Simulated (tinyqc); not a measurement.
What moves the results: defect-molecule model of a vacancy with Jahn-Teller distortion. A value that a table varies takes the place of the one given here.

Four dangling hybrids a, b, c, d point into the vacancy: H_ii = E0, and -gm between any two. A tetragonal distortion Q pairs a with b and c with d: those two couplings become -gm - I Q and the other four -gm + I Q/2, at an elastic cost k Q^2/2. The a1 level holds two electrons; charge states 2+, + and 0 put n = 0, 1, 2 more into the lowest level of t2 origin. Energy from the 2+ state at Q = 0, with the Fermi level mu counted from Ev: W_n(Q) = n (et - 2 I Q) + k Q^2/2 + Uc n (n - 1)/2 - n mu. et = E0 + gm is the undistorted t2 level.

Constants: kB = 8.617333262e-05 eV/K.

Values chosen for the exercise (of the size used for the vacancy in silicon; not measured data): E0 = -0.08 eV (level of a dangling hybrid, from Ev); gm = 0.36 eV (coupling between two dangling hybrids); I = 1.05 eV/angstrom (Jahn-Teller coupling); k = 14.8 eV/angstrom^2 (force constant of the mode); Uc = 0.23 eV (repulsion of two electrons in one orbital); T = 400 K (temperature); mu1 = -0.02 eV (first Fermi level).

## Occupation against the Fermi level

Weights g_n exp(-W_n/kT) with W_n = n et - n^2 E_JT + Uc n (n - 1)/2 - n mu, E_JT = 2 I^2/k, degeneracies 1, 6 (spin and three axes) and 3; mu = mu1 + 0.03 j eV.

Shares:
```
mu (eV)      2+       +       0  mean charge
-0.02    0.9273  0.0696  0.0031       1.9241
0.01     0.8344  0.1496  0.0161       1.8183
0.04     0.6503  0.2783  0.0713       1.5790
0.07     0.3778  0.3860  0.2362       1.1416
0.10     0.1428  0.3483  0.5089       0.6339
0.13     0.0368  0.2146  0.7486       0.2883
0.16     0.0076  0.1064  0.8860       0.1217
0.19     0.0014  0.0478  0.9508       0.0507
0.22     0.0003  0.0206  0.9791       0.0211
```

What does this show?

U_eff = Uc - 2 E_JT = -0.068 eV and kT = 34.5 meV. The + state reaches at most 38.6 % on these rows, at mu = 0.07 eV. The mean charge goes from 1.92 to 0.02. Rows with mu < 0 lie in the valence band and are formal.

## When U turns negative

The force constant is varied. E_JT = 2 I^2/k, E(2+/+) = et - E_JT, E(+/0) = et - 3 E_JT + Uc, U_eff = Uc - 2 E_JT.

Against k:
```
k (eV/angstrom^2)  E_JT (eV)  (2+/+) (eV)  (+/0) (eV)  U_eff (eV)  Q of the neutral state (angstrom)
8                     0.2756       0.0044     -0.3169     -0.3212                             0.5250
12                    0.1837       0.0963     -0.0413     -0.1375                             0.3500
16                    0.1378       0.1422      0.0966     -0.0456                             0.2625
24                    0.0919       0.1881      0.2344      0.0462                             0.1750
32                    0.0689       0.2111      0.3033      0.0922                             0.1313
48                    0.0459       0.2341      0.3722      0.1381                             0.0875
64                    0.0345       0.2455      0.4066      0.1611                             0.0656
96                    0.0230       0.2570      0.4411      0.1841                             0.0437
```

k at which U_eff = 0 = 19.17 eV/angstrom^2

How do the results move?

Levels below 0 lie in the valence band. U_eff is negative for k below 4 I^2/Uc = 19.2: 3 of the 8 rows. The gain grows as n^2, so the second electron wins 3 E_JT where the first wins E_JT. For a stiff lattice the levels tend to et = 0.280 and et + Uc = 0.510 eV. Distortions above about 0.5 angstrom (1 of the rows) are beyond a linear coupling.

## What each parameter does

E_JT = 2 I^2/k, E(2+/+) = et - E_JT, E(+/0) = et - 3 E_JT + Uc, U_eff = E(+/0) - E(2+/+); a1 level E0 - 3 gm. Each row changes one parameter from the base and keeps the others.

Results:
```
case                     (2+/+) (eV)  (+/0) (eV)  U_eff (eV)  a1 (eV)
base                          0.1310      0.0630     -0.0680  -1.1600
E0 = -0.03 eV                 0.1810      0.1130     -0.0680  -1.1100
gm = 0.4 eV                   0.1710      0.1030     -0.0680  -1.2800
I = 1.155 eV/angstrom         0.0997     -0.0308     -0.1305  -1.1600
k = 16.28 eV/angstrom^2       0.1446      0.1037     -0.0409  -1.1600
Uc = 0.29 eV                  0.1310      0.1230     -0.0080  -1.1600
```

What does this show?

The largest shifts from the base row, up to three for each result and ties (the steps differ in size, so this ranks the rows, not the parameters). (2+/+) (eV): E0 +0.0500, gm +0.0400, I -0.0313; unchanged at the printed digits by Uc. (+/0) (eV): I -0.0939, Uc +0.0600, E0 +0.0500. U_eff (eV): I -0.0626, Uc +0.0600, k +0.0271; unchanged at the printed digits by E0 and gm. a1 (eV): gm -0.1200, E0 +0.0500; unchanged at the printed digits by I, k and Uc. E0 and gm move both levels alike, so U_eff depends on I, k and Uc alone.

tinyqc: `OMP_NUM_THREADS=1 python tinyqc.py 1482124 1482125 out.jsonl`; about 0.01 s, one thread, shared Intel(R) Xeon(R) Processor @ 2.30GHz.
